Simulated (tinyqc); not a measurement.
Energy and delay of logic against supply voltage: one step of the calculation.

One expression serves below and above threshold: I(Vg) = Ik [ln(1 + exp((Vg - VT + dd V)/(al nf Vt)))]^al, with I_on = I(V) and I_off = I(0). Gate delay td = kd C V/I_on, clock period LD td. Per gate and cycle the switching energy is act C V^2 and the leakage energy I_off V LD td. No short-circuit current, no variation. Minima are sought above 0.09 V; below a few Vt gates no longer switch and the model has no meaning.

Question. Currents, delay and energies. I_on, I_off, td, clock frequency 1/(LD td), both energies and their sum.

Values chosen for this exercise; values of the order met in logic technologies:
```
symbol,value,unit,meaning
T,250,K,temperature
VT,0.33,V,threshold voltage at zero drain bias
nf,1.38,,slope factor
dd,0.11,,barrier lowering per volt of supply
Ik,2.6,uA,specific current of a gate
al,1.74,,exponent of the current law
C,0.59,fF,load capacitance of a gate
kd,1.1,,delay factor
LD,16,,logic depth
act,0.1,,activity factor
V,0.69,V,supply voltage
```

Constants: q = 1.602176634e-19 C, kB = 1.380649e-23 J/K, Vt = kB T/q. Results are converted to the units shown.

Find: I_on; I_off; td; clock frequency; switching energy; leakage energy; energy.

Answer.

I_on = 106.1 uA
I_off = 0.5015 nA
td = 4.222 ps
clock frequency = 14.80 GHz
switching energy = 28.09 aJ
leakage energy = 0.02337 aJ
energy = 28.11 aJ

I_on/I_off = 2.12e5; leakage makes up 0.0831 % of the energy.

Program tinyqc, `OMP_NUM_THREADS=1 python tinyqc.py 2082125 2082126 out.jsonl`; Intel Xeon 2.30GHz, shared host, one thread, about 0.01 s.
